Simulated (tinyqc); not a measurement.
RHF in the 6-311g basis, for He, spin multiplicity 1, step by step. One step of it, computed by the program tinyqc.

Task: Iteration 2: DIIS coefficients. Solve [B -1; -1 0][c; lambda] = [0; -1] for the coefficients, which sum to one.

B (overlaps of the stored error matrices):
```
               1              2
1  2.1701546e+00  3.5890717e-01
2  3.5890717e-01  2.2438015e+00
```

Give: DIIS coefficients.

Result:

DIIS coefficients: 0.510  0.490
